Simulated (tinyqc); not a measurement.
# Changing the Ge fraction x

Model: composition and strain of an epitaxial Si(1-x)Ge(x) layer from Raman and X-ray peaks. Computed by tinyqc, a small Python program. Command: `OMP_NUM_THREADS=1 python tinyqc.py 3015574 3015575 out.jsonl epiraman sweep`. One thread of a shared host (Intel(R) Xeon(R) Processor @ 2.30GHz), about 0.01 s of CPU time with the checks.

A (001) layer, biaxially strained in the plane. The Raman peaks follow empirical lines omega = w0 + c1 x + c3 x^3 + b eps (c3 for Si-Ge alone), with eps the in-plane strain.

Inputs (values chosen for the exercise, modelled on silicon-germanium):
```
quantity                        value      unit
degree of relaxation R           0.73         -
lattice constant of Si          5.431  angstrom
lattice constant of Ge          5.658  angstrom
bowing B                        0.028  angstrom
2 C12/C11 of Si                  0.77         -
2 C12/C11 of Ge                 0.755         -
Si-Si: w0                       521.1      1/cm
Si-Si: c1                       -66.8      1/cm
Si-Si: strain coefficient b      -758      1/cm
Si-Ge: w0                       399.9      1/cm
Si-Ge: c1                        23.9      1/cm
Si-Ge: c3                       -34.7      1/cm
Si-Ge: strain coefficient b      -538      1/cm
Ge-Ge: w0                       280.4      1/cm
Ge-Ge: c1                        18.8      1/cm
Ge-Ge: strain coefficient b      -479      1/cm
X-ray wavelength             1.540598  angstrom
```

Substrate: germanium.

Method:
- Relaxed lattice constant a(x) = a_Si + (a_Ge - a_Si) x - B x (1 - x).
- In-plane constant a_par = a_sub + R (a(x) - a_sub); eps = a_par/a(x) - 1; eps_perp = -(2 C12/C11) eps with 2 C12/C11 linear in x; a_perp = a(x) (1 + eps_perp).
- Insert x and eps in the three lines; the strain part is b eps.
- Bragg angle theta = arcsin(2 lambda/a) for (004), for the substrate with a_sub and the layer with a_perp; separation in arc seconds.

One run for each value; columns: (1) Ge fraction x; (2) Si-Si peak (1/cm); (3) Si-Ge peak (1/cm); (4) Ge-Ge peak (1/cm); (5) in-plane strain eps (per mille); (6) separation, layer less substrate (arcsec):
```
(1)      (2)     (3)     (4)     (5)     (6)
0.08  507.83  396.17  276.90  10.454  6377.5
0.18  501.95  398.94  279.28   9.396  5719.2
0.29  495.51  401.57  281.92   8.208  4983.9
0.40  489.08  403.47  284.57   6.997  4237.6
0.50  483.25  404.35  286.99   5.875  3550.2
0.60  477.43  404.20  289.41   4.735  2854.6
0.71  471.05  402.59  292.09   3.460  2080.6
0.82  464.68  399.20  294.78   2.164  1297.9
0.92  458.91  394.35  297.23   0.968   579.4
```

What does the table show, and why?

Over the rows, Si-Si peak (1/cm) falls from 508 to 459 (exponent d ln y / d ln x -0.014 between the first rows and -0.11 between the last); Si-Ge peak (1/cm) goes from 396 through a maximum among these rows, 404 at 0.500, to 394; Ge-Ge peak (1/cm) rises from 277 to 297 (exponent d ln y / d ln x 0.011 between the first rows and 0.072 between the last). Composition and strain both change with x. The Si-Si peak moves by -58.2 per cm per unit x on average, against c1 = -66.8 without strain: eps moves towards compression as x grows, which offsets part of the fall, in proportion to 1 - R.

Caution (rows 0.0800, 0.180, 0.820, 0.920): near either end one of the like-atom peaks is weak, since its intensity follows the number of such bonds.

Extremes, crossings and ranges named in words are read from the listed rows.
